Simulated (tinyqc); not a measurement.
Inside a calculation: two-band massive Dirac model of the K valleys. Values are carried at full precision from step to step, so a last printed digit may differ when a step is redone from the rounded ones.

Basis (conduction, valence): H = [[D/2, a t (tau kx - i ky)], [a t (tau kx + i ky), -D/2 + lam tau sz]], valley tau = +/-1, spin sz = +/-1. The gap of a spin and valley is G = D - lam tau sz. Berry curvature Omega = curl of i<u|grad u>; for the conduction band Omega_c = -tau 2 a^2 t^2 G/(G^2 + 4 a^2 t^2 k^2)^(3/2), and Omega_v = -Omega_c.

Constants: hbar^2/2m0 = 3.80998211 eV angstrom^2.

Parameters, chosen for this exercise (near those used for monolayer MoSe2; not measured data): a = 3.307 angstrom (lattice constant); D = 1.4 eV (gap parameter); t = 0.91 eV (effective hopping); lam = 0.101 eV (half the valence spin splitting); tau = 1 (valley); sz = 1 (spin); k = (0.018, 0.059) 1/angstrom (wave vector from the valley); h = 0.04 1/angstrom (side of the plaquette).

## Band edges of the four flavours

At k = 0: Ec = D/2, Ev = -D/2 + lam tau sz; mass m/m0 = c G/(a t)^2 for both bands, c = hbar^2/2m0; Omega_c(0) = -2 tau a^2 t^2/G^2.

Edges:
```
tau  sz  Ec (eV)  Ev (eV)  G (eV)  mass (m0)  Omega_c (angstrom^2)
1     1   0.7000  -0.5990  1.2990     0.5465               -10.734
1    -1   0.7000  -0.8010  1.5010     0.6315                -8.039
-1    1   0.7000  -0.8010  1.5010     0.6315                 8.039
-1   -1   0.7000  -0.5990  1.2990     0.5465                10.734
```

The top of the valence band has spin up at tau = +1 and spin down at tau = -1: spin and valley are locked, with 202 meV between the two valence bands (A and B transitions at 1.299 and 1.501 eV, without exciton binding).

## H at one k

Fill in the matrix and diagonalise: E = lam tau sz/2 -/+ sqrt(G^2/4 + a^2 t^2 k^2).

H (eV):
```
                c               v
c          0.7000  0.0542-0.1776i
v  0.0542+0.1776i         -0.5990
```

levels (eV): -0.6250  0.7260

cos(theta) = G/(E+ - E-) = 0.9615

## Curvature, orbital moment and circular dichroism

Omega_c from the formula; orbital moment of both bands m = -tau (a t)^2 G/(c (G^2 + 4 a^2 t^2 k^2)) in Bohr magnetons (charge -e), c = hbar^2/2m0; interband strengths |P+/-|^2 proportional to (1 +/- tau cos(theta))^2 for P+/- = Px +/- i Py, and eta = (|P+|^2 - |P-|^2)/(|P+|^2 + |P-|^2) = 2 tau cos(theta)/(1 + cos^2(theta)).

Omega_c = -9.541 angstrom^2
orbital moment = -1.692 muB
eta = 0.9992

All three change sign with the valley. The selection rule, exact at k = 0, still holds to 99.9 % here.

## The curvature from a plaquette

Corners counter-clockwise around k, from (-h/2, -h/2); upper eigenvector u with its first component real and positive; Omega = -(sum of arg <u_j|u_(j+1)>)/h^2.

Corners:
```
j       kx      ky      u_c                u_v  arg <u_j|u_j+1> (rad)
1  -0.0020  0.0390  0.99600  -0.00458+0.08926i              -0.008115
2   0.0380  0.0390  0.99238   0.08602+0.08828i               0.007552
3   0.0380  0.0790  0.98145   0.08310+0.17277i               0.015326
4  -0.0020  0.0790  0.98464  -0.00442+0.17454i               0.000406
```

Omega_c from the plaquette = -9.480 angstrom^2

The formula at the centre gives -9.541; the plaquette averages over its area.

## Checks

- Curvature formula against a plaquette of side 1e-4: both -9.5414.
- Eta against the matrix elements of dH/dkx +/- i dH/dky: both 0.99923.

Computed by tinyqc, a small Python program: `OMP_NUM_THREADS=1 python tinyqc.py 1451711 1451712 out.jsonl` (the numbers bound the seed that draws the inputs); one thread of a shared host (Intel(R) Xeon(R) Processor @ 2.30GHz), about 0.01 s for the whole set of steps.
